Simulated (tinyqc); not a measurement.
Valley splitting in a one-orbital chain of atomic planes (second-neighbour model): one step. The bulk band. Three cases, with inputs chosen for the exercise.

Question. E at phi = j pi/10.

Each (001) plane carries one orbital with energy e0, hopping v to the next plane and u to the second: E(phi) = e0 + 2 v cos(phi) + 2 u cos(2 phi), where phi = pi - k a/4 (the sign of every second orbital is chosen so that v > 0, which shifts the phase by pi). The minimum lies at cos(phi0) = -v/(4u), phi0 = pi - (pi/2) k0 for a valley at k0 (2 pi/a), and e0 puts it at zero. A slab of N planes has hard walls: the matrix simply ends.

Give: Band.

Case 1.

u = 0.6445975 eV
v = 0.7037765 eV
e0 = 1.4812921 eV

Answer.

Band:
```
phi/pi,E (eV)
0.0,4.1780
0.1,3.8629
0.2,3.0184
0.3,1.9102
0.4,0.8733
0.5,0.1921
0.6,0.0034
0.7,0.2556
0.8,0.7409
0.9,1.1856
1.0,1.3629
```

Case 2.

u = 0.6241304 eV
v = 0.4947372 eV
e0 = 1.3463032 eV

Answer.

Band:
```
phi/pi,E (eV)
0.0,3.5840
0.1,3.2972
0.2,2.5325
0.3,1.5422
0.4,0.6422
0.5,0.0980
0.6,0.0307
0.7,0.3790
0.8,0.9315
0.9,1.4151
1.0,1.6051
```

Case 3.

u = 0.6298588 eV
v = 0.5380051 eV
e0 = 1.3746042 eV

Answer.

Band:
```
phi/pi,E (eV)
0.0,3.7103
0.1,3.4171
0.2,2.6344
0.3,1.6178
0.4,0.6880
0.5,0.1149
0.6,0.0230
0.7,0.3529
0.8,0.8934
0.9,1.3704
1.0,1.5583
```

Computed by tinyqc, one run a case: `OMP_NUM_THREADS=1 python tinyqc.py N N+1 out.jsonl` with N = 1450292, 1450379, 1450766; one thread of a shared Intel(R) Xeon(R) Processor @ 2.30GHz, about 0.02 s a run at most.
